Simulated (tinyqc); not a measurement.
Local against global planarity over time: chemical-mechanical planarisation: Preston law, pattern density and step-height reduction. Computed by tinyqc, a small Python program. Command: `OMP_NUM_THREADS=1 python tinyqc.py 3003798 3003799 out.jsonl cmp walk`. One thread of a shared host (Intel(R) Xeon(R) Processor @ 2.30GHz), about 0.01 s of CPU time with the checks.

A row of 10 cells, repeated periodically, holds raised features that cover a share rho of each cell.

Inputs (values chosen for the exercise, close to those used for oxide polishing): Preston coefficient K = 2.8e-13 1/Pa; pressure P = 23 kPa; platen and carrier speed = 93 rpm; distance between the centres = 18 cm; initial step height h0 = 340 nm; contact height h_c = 78 nm; film above the raised areas z0 = 630 nm; cell size = 2.4 mm; planarisation length = 5.4 mm.

local pattern densities, cell by cell: [0.4, 0.5, 0.5, 0.7, 0.6, 0.4, 0.25, 0.9, 0.2, 0.9]

Method:
- With equal rotation speeds the relative speed is uniform, v = omega r_c; Preston rate R0 = K P v.
- The stiff pad averages the density: rho_eff(i) = sum_j w_ij rho_j / sum_j w_ij, w = exp(-2 d^2/L^2), L the planarisation length and d the distance between cell centres, summed over all periodic images of cell j.
- While h > h_c only raised areas polish, at R0/rho_eff, until t_c = rho_eff (h0 - h_c)/R0. After that h = h_c exp(-(t - t_c)/tau), tau = rho_eff h_c/R0; low areas polish at R0 (1 - h/h_c) and raised areas at R0 [1 + (1 - rho_eff) h/(rho_eff h_c)]. Removed from raised areas after t_c: h0 - h_c + R0 (t - t_c) + (1 - rho_eff)(h_c - h); from low areas: R0 (t - t_c) - rho_eff (h_c - h). Film left = z0 less the removal from raised areas.
- Times are multiples of h0/R0; the range is the largest minus the smallest removal from raised areas.

effective densities: [0.544163, 0.518082, 0.550479, 0.584463, 0.544905, 0.469733, 0.474420, 0.532495, 0.558221, 0.573038]

blanket rate R0 = 11.2894 nm/s

Steps and range (nm):
```
multiple   t (s)  largest step  smallest step  range across the row  mean removal from raised areas
0.10       3.012        281.83         267.62                14.208                           63.86
0.20       6.023        223.65         195.24                28.417                          127.72
0.30       9.035        165.48         122.86                42.625                          191.57
0.45      13.553         78.22          34.46                53.239                          284.54
0.60      18.070         25.55           8.57                45.085                          354.18
0.80      24.093          5.75           1.34                40.688                          428.51
1.00      30.117          1.29           0.21                39.435                          497.78
1.30      39.152          0.14           0.01                39.059                          600.07
1.70      51.199          0.01           0.00                39.011                          736.10
```

Local steps shrink to 0.01 nm or less, but the range across the row reaches up to 53.2 nm among these rows and ends at 39.0 nm, against the limit (largest - smallest rho_eff) h0 = 39.0 nm: once flat, all cells polish alike and the difference stays. Evener density (dummy fill), a longer planarisation length or a smaller initial step reduces it. Caution: in the last rows the removal passes z0 somewhere, so they describe a thicker film than the one given.

Extremes, crossings and ranges named in words are read from the listed rows.
